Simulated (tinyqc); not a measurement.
Gap against thickness: thin (001) film in sp3s* tight binding with raised dangling bonds.

Planes alternate anion (a), cation (c) along [001], a/4 apart, starting with an anion; zero in-plane momentum; levels counted from the bulk Ev, the lower root of [[Epa, Vxx], [Vxx, Epc]]; no spin-orbit coupling. Block of s, pz, s*: from an anion to the cation above, Vss/2 (s,s), Vsapc/2 (s,z), -Vscpa/2 (z,s), Vxx/2 (z,z), Vxapc/2 (s*,z), -Vpaxc/2 (z,s*); to the cation below the same with the s-z and s*-z signs reversed. Block of u = (px + py)/sqrt2 and v = (px - py)/sqrt2: to the cation above (Vxx + Vxy)/2 for u and (Vxx - Vxy)/2 for v, to the cation below the reverse. Each surface atom has two dangling sp3 hybrids; raising both by dl adds (dl/2) [[1, t], [t, 1]] to its s, pz levels (t = -1 at the bottom face, +1 at the top) and dl to the one of u, v in whose plane the missing bonds lie (v for a bottom anion or a top cation, u for a top anion).

Values chosen for the exercise (near a published set for Si, fitted to gaps, whose masses and valley positions are rough; the results hold for these values, not for the real material): p = (-4.194, 1.715, -4.194, 1.715, 6.647, 6.647, -8.258, 1.727, 4.567, 5.721, 5.721, 5.383, 5.383) eV (order Esa, Epa, Esc, Epc, Exa, Exc, Vss, Vxx, Vxy, Vsapc, Vscpa, Vxapc, Vpaxc); a = 5.426 angstrom (lattice constant); dp = 30 eV (value of dl for the passivated films); Ns = (8, 11, 12, 16, 27, 33, 46, 65) (numbers of planes).

edges (eV): Gamma 3.45400, Delta 1.16514

Passivated films (finite dp, so levels can still be some meV from their limit), thickness N a/4. Highest level below mid-gap (either block) and the two lowest above it. The exponents are -d ln(shift)/d ln N between the sixth and the last film, for the valence level and for the mean of the two conduction levels.

Levels (eV):
```
N   thickness (angstrom)      Ev1     Ec1     Ec2     gap
8                  10.85  -0.3521  1.4610  1.5429  1.8131
11                 14.92  -0.2645  1.3365  1.3756  1.6010
12                 16.28  -0.1994  1.3178  1.3365  1.5172
16                 21.70  -0.1281  1.2552  1.2655  1.3834
27                 36.63  -0.0578  1.1991  1.2015  1.2568
33                 44.76  -0.0401  1.1881  1.1899  1.2282
65                 88.17  -0.0112  1.1714  1.1715  1.1826
```

Give the missing row, N = 46, thickness (angstrom) = 62.40.

Computed row:
```
N   thickness (angstrom)      Ev1     Ec1     Ec2     gap
46                 62.40  -0.0206  1.1774  1.1779  1.1980
```

exponents: valence 1.88, conduction 1.96

The gap is 1.813 eV at 10.9 angstrom and 1.183 eV at 88.2, against 1.165 eV in the bulk along this line. At 16 planes the conduction side gives 90 meV of the widening and the valence side 128 meV. A hard-walled parabolic band has exponent 2; departures come from the offset between N a/4 and the effective width, from non-parabolicity and from the termination (odd and even N end differently: in the direction of the bond rows at the two faces and, in a compound, in the kind of atom), which also makes single steps in N uneven. Ec1 and Ec2 are the doublet of the two Delta valleys along the normal.

(tinyqc, `OMP_NUM_THREADS=1 python tinyqc.py 1451060 1451061 out.jsonl`, Intel(R) Xeon(R) Processor @ 2.30GHz, 1 thread, shared host, about 0.4 s.)
